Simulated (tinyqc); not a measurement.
## Random telegraph noise from one oxide trap in a small MOSFET: effect of the temperature

An acceptor-like trap exchanges electrons with the channel. Inversion charge Q = Cox u, u = n Vt W0(exp((Vg - VT)/(n Vt))), W0 the Lambert function, n = nf, Cox = eps0 eox/tox; linear regime Id = (W/L) mu Q Vd. Relative to threshold the surface potential rises by Vt ln(u/u0) and the oxide voltage by the rest of Vg - VT, with u0 = n Vt W0(1).

N = Cox u/q; dpsi = Vt ln(u/u0); E = E0 - dpsi - (xt/tox)(Vg - VT - dpsi); capture time tc = 1/[(N/zi) vth s0 exp(-xt/lt - EB/Vt)]; emission time te = tc exp(-E/Vt); occupancy te/(tc + te). A = W L; threshold step dV = q (1 - xt/tox)/(Cox A); gm/Id = 1/(u + n Vt); relative step dI/I = (gm/Id) dV + asc mu/A. fc = (1/tc + 1/te)/(2 pi); rms = (dI/I) sqrt(tc te)/(tc + te). VT, nf, vth and mu are held fixed.

Parameters, values chosen for the exercise; values of the order met in silicon transistors: relative permittivity of the gate insulator (close to silicon nitride) eox = 7.37; insulator thickness tox = 3.4 nm; depth of the trap from the channel interface xt = 1.1 nm; trap level above the channel Fermi level at threshold E0 = 0.29 eV; capture prefactor s0 = 2e-15 cm^2; capture barrier (lattice relaxation) EB = 0.27 eV; tunnelling decay length lt = 0.16 nm; thermal velocity vth = 1.6e7 cm/s; thickness of the inversion layer zi = 2.5 nm; threshold voltage VT = 0.35 V; body factor nf = 1.09; gate width W = 220 nm; gate length L = 190 nm; mobility mu = 140 cm^2/(V s); scattering coefficient of the charged trap asc = 0 V s; drain voltage Vd = 0.1 V; gate voltage Vg = 1.12 V.

Constants: q = 1.602176634e-19 C, kB = 1.380649e-23 J/K, Vt = kB T/q, eps0 = 8.8541878128e-14 F/cm where lengths are in cm. Results are converted to the units shown.

Effect of the temperature:
```
T (K)     E (eV)    tc (s)    te (s)  occupancy  dI/I (%)  fc (Hz)  rms dI/I (%)
180    -0.004240   0.03239   0.04258     0.5679   0.01867    8.651      0.009246
210    -0.009746  0.002723  0.004666     0.6315   0.01878    92.57      0.009060
240     -0.01497  4.259e-4  8.785e-4     0.6735   0.01889    554.9      0.008856
270     -0.01996  1.008e-4  2.376e-4     0.7022   0.01898     2249      0.008680
300     -0.02472  3.186e-5  8.289e-5     0.7223   0.01907     6916      0.008540
330     -0.02928  1.243e-5  3.481e-5     0.7368   0.01915  1.737e4      0.008432
360     -0.03366  5.682e-6  1.682e-5     0.7475   0.01922  3.747e4      0.008351
390     -0.03788  2.932e-6  9.049e-6     0.7553   0.01929  7.187e4      0.008291
```

What does the table show?

As T goes from 180 to 390, tc falls from 0.0324 to 2.93e-6 s, te falls from 0.0426 to 9.05e-6 s and dI/I rises from 0.0187 to 0.0193 %. Activation energies over the table: 0.268 eV for capture (EB = 0.27 eV, altered by the change of N) and 0.244 eV for emission.

Range of the model: VT is taken as given; short-channel effects and the uneven flow of current among few electrons are left out.

tinyqc, about 0.01 s, one thread, Intel Xeon 2.30GHz (shared host): `OMP_NUM_THREADS=1 python tinyqc.py 2710142 2710143 out.jsonl`
